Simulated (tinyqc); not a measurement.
Band offset from the macroscopic average of a supercell potential: one step. The dipole behind the step. Four cases, with inputs chosen for the exercise.

Problem. A step dV of the mean electron energy from A to B across an interface equals 4 pi (e^2/4 pi eps0) times a dipole per area p (in e angstrom per angstrom^2). For a change of 0.1 eV in dV, give the charge per area moved over 2 angstrom in a medium of dielectric constant eps: sigma = 0.1 eps/(4 pi (e^2/4 pi eps0) 2). 1 angstrom^-2 = 1e16 cm^-2.

Constants: e^2/(4 pi eps0) = 14.39964547 eV angstrom.

Case 1.

Values chosen (out of a larger set: gaps near those of GaAs and Ge; not measured data): eps = 12.5 (dielectric constant at the interface).

dV = B - A = -1.22000 eV

Case 2.

Values chosen (out of a larger set: gaps near those of GaAs and AlAs; not measured data): eps = 13.6 (dielectric constant at the interface).

dV = B - A = 2.81000 eV

Case 3.

Values chosen (out of a larger set: gaps near those of InAs and GaSb; not measured data): eps = 11.8 (dielectric constant at the interface).

dV = B - A = -0.76913 eV

Case 4.

Values chosen (out of a larger set: gaps near those of Si and HfO2; not measured data): eps = 5.1 (dielectric constant at the interface).

dV = B - A = 2.76998 eV

Give: |p|; sigma.

Solution.

Case 1.

|p| = 0.00674 e/angstrom
sigma = 3.45e+13 e/cm^2

With about 7e14 atoms per cm^2 in a plane (as on a silicon (100) face), 4.9 % of an electron per atom shifts the line-up by 0.1 eV.

Case 2.

|p| = 0.01553 e/angstrom
sigma = 3.76e+13 e/cm^2

With about 7e14 atoms per cm^2 in a plane (as on a silicon (100) face), 5.4 % of an electron per atom shifts the line-up by 0.1 eV.

Case 3.

|p| = 0.00425 e/angstrom
sigma = 3.26e+13 e/cm^2

With about 7e14 atoms per cm^2 in a plane (as on a silicon (100) face), 4.7 % of an electron per atom shifts the line-up by 0.1 eV.

Case 4.

|p| = 0.01531 e/angstrom
sigma = 1.41e+13 e/cm^2

With about 7e14 atoms per cm^2 in a plane (as on a silicon (100) face), 2.0 % of an electron per atom shifts the line-up by 0.1 eV.

Computed by tinyqc, one run a case: `OMP_NUM_THREADS=1 python tinyqc.py N N+1 out.jsonl` with N = 1850208, 1850356, 1850624, 1850645; one thread of a shared Intel(R) Xeon(R) Processor @ 2.30GHz, about 0.01 s a run at most.
